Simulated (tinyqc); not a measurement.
Wide-gap-emitter heterojunction bipolar transistor, Gummel numbers and transit times: two steps of the calculation.

One-dimensional n-p-n transistor in the forward active mode at low injection. In the base p(x) = NB exp(-eta x/wb) and ni(x)^2 = ni^2 exp((g0 + g1 x/wb)/Vt); electrons leave the base at vsat; band spikes at the emitter junction and recombination inside the emitter are ignored.

Values chosen for this exercise; band and dielectric values close to those of gallium arsenide:
- T = 350 K (temperature)
- Eg = 1.43 eV (band gap)
- eps_r = 12.8 (relative permittivity)
- Nc = 5.56e17 cm^-3 (conduction-band density of states at T)
- Nv = 1.15e19 cm^-3 (valence-band density of states at T)
- vsat = 8.14e6 cm/s (saturation velocity)
- wb = 97 nm (neutral base width)
- NB = 2.4e19 cm^-3 (base doping at the emitter edge)
- eta = 0 (doping falls as exp(-eta x/wb))
- g0 = 0 eV (gap reduction at the emitter edge of the base)
- g1 = 0.004 eV (further gap reduction across the base (linear))
- Dn = 23 cm^2/s (electron diffusion coefficient in the base)
- NE = 8e17 cm^-3 (emitter doping)
- gE = -0.43 eV (gap reduction in the emitter (negative: wider gap))
- we = 65 nm (neutral emitter width)
- Dp = 0.87 cm^2/s (hole diffusion coefficient in the emitter)
- Se = 2e6 cm/s (recombination velocity at the emitter contact)
- tb = 2e-11 s (electron lifetime in the base)
- NC = 4.2e16 cm^-3 (collector doping)
- VCB = 0.4 V (collector-base reverse bias)

Constants: q = 1.602176634e-19 C, kB = 1.380649e-23 J/K, Vt = kB T/q, eps0 = 8.8541878128e-14 F/cm where lengths are in cm. Results are converted to the units shown.

Problem 1. Base Gummel number and transit time. f(x) = p(x) ni^2/ni(x)^2; I(x) = integral from x to wb of f/Dn, plus f(wb)/vsat; base Gummel number GB = I(0); electron density per unit flux n/(J/q) = I/f; base transit time tauB = integral of I/f over the base. Trapezoid rule on 8 equal steps.

Wanted: x; f; I; I/f; GB; tauB.

Solution 1.

x, point 0 to 8 (nm): [0.00, 12.12, 24.25, 36.38, 48.50, 60.62, 72.75, 84.88, 97.00]
f, point 0 to 8 (cm^-3): [2.400e19, 2.361e19, 2.322e19, 2.284e19, 2.246e19, 2.209e19, 2.173e19, 2.137e19, 2.102e19]
I, point 0 to 8 (s/cm^4): [1.206e13, 1.081e13, 9.573e12, 8.359e12, 7.165e12, 5.991e12, 4.836e12, 3.700e12, 2.582e12]
I/f, point 0 to 8 (s/cm): [5.026e-7, 4.578e-7, 4.123e-7, 3.660e-7, 3.190e-7, 2.712e-7, 2.226e-7, 1.731e-7, 1.229e-7]
GB = 1.206e13 s/cm^4
tauB = 3.073 ps

Problem 2. Gain, Early voltage and collector delay. ni = sqrt(Nc Nv) exp(-Eg/(2 Vt)), Eg in volts; GE = NE exp(-gE/Vt)(we/Dp + 1/Se); JC = J0 exp(VBE/Vt), J0 = q ni^2/GB; gain limited by back injection GE/GB, by base recombination tb/tauB, together 1/beta = the sum of the inverses; collector layer one-sided, Wc = sqrt(2 eps0 eps_r (Vbc + VCB)/(q NC)), Vbc = Vt ln(p(wb) NC/ni^2), Cjc = eps0 eps_r/Wc; Early voltage VA = GB q p(wb)/(f(wb) Cjc [1/Dn - (eta + g1/Vt)/(wb vsat)]), f(wb) = p(wb) exp(-(g0 + g1)/Vt), p(wb) = NB exp(-eta); tauC = Wc/(2 vsat).

GB = 1.2061679e13 s/cm^4
tauB = 3.0733467 ps

Give: ni; GE; J0; GE/GB; tb/tauB; beta; Wc; Cjc; VA; tauC.

Solution 2.

ni = 1.2804e8 cm^-3
GE = 9.9162e18 s/cm^4
J0 = 2.1776e-16 A/cm^2
GE/GB = 8.2212e5
tb/tauB = 6.5076
beta = 6.5075
Wc = 244.47 nm
Cjc = 0.46359 fF/um^2
VA = 1138.7 V
tauC = 1.5017 ps

The gain is limited more by recombination in the base. beta VA = 7410 V.

Range of the model: Heavy doping makes emitter or base degenerate; gE and g0 are to be read as apparent gap changes that include this.

Program tinyqc, `OMP_NUM_THREADS=1 python tinyqc.py 2320021 2320022 out.jsonl`; Intel Xeon 2.30GHz, shared host, one thread, about 0.01 s.
